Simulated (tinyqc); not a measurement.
Bond-orbital model of a tetrahedral semiconductor (Harrison's universal couplings): one step. Band edges at Gamma. Three cases, with inputs chosen for the exercise.

Task: Ev is the lower root of [[epa, Exx], [Exx, epc]] and the s-like conduction level the upper root of [[esa, Ess], [Ess, esc]], with Exx = 1.28 u and Ess = 5.28 u, u = hbar^2/(m d^2).

Give: Exx, Ess; Ev; s-like conduction level; E0 gap.

Case 1.

Values chosen (near tabulated values for AlN; the model gives trends, and its gaps can be far from the real ones; the results hold for these values, not for the real material): esc = -10.78 eV (s level, cation); epc = -5.71 eV (p level, cation); esa = -26.56 eV (s level, anion); epa = -13.98 eV (p level, anion).

hbar^2/(m d^2) = 2.133189 eV

Result:

Exx, Ess (eV): [2.7305, 11.2632]

Ev = -14.800 eV
s-like conduction level = -4.918 eV
E0 gap = 9.882 eV

Case 2.

Values chosen (near tabulated values for SiC; the model gives trends, and its gaps can be far from the real ones; the results hold for these values, not for the real material): esc = -14.74 eV (s level, cation); epc = -7.48 eV (p level, cation); esa = -19.32 eV (s level, anion); epa = -11.07 eV (p level, anion).

hbar^2/(m d^2) = 2.155943 eV

Result:

Exx, Ess (eV): [2.7596, 11.3834]

Ev = -12.567 eV
s-like conduction level = -5.419 eV
E0 gap = 7.148 eV

Case 3.

Values chosen (near tabulated values for SiC; the model gives trends, and its gaps can be far from the real ones; the results hold for these values, not for the real material): esc = -14.86 eV (s level, cation); epc = -7.52 eV (p level, cation); esa = -19.52 eV (s level, anion); epa = -11.09 eV (p level, anion).

hbar^2/(m d^2) = 2.179063 eV

Result:

Exx, Ess (eV): [2.7892, 11.5055]

Ev = -12.616 eV
s-like conduction level = -5.451 eV
E0 gap = 7.165 eV

Universal couplings give the trend of E0 from compound to compound, not its value; it can miss by several eV and by a factor of two or more, and spin-orbit coupling is left out.

Computed by tinyqc, one run a case: `OMP_NUM_THREADS=1 python tinyqc.py N N+1 out.jsonl` with N = 1450807, 1451235, 1451452; one thread of a shared Intel(R) Xeon(R) Processor @ 2.30GHz, about 0.01 s a run at most.
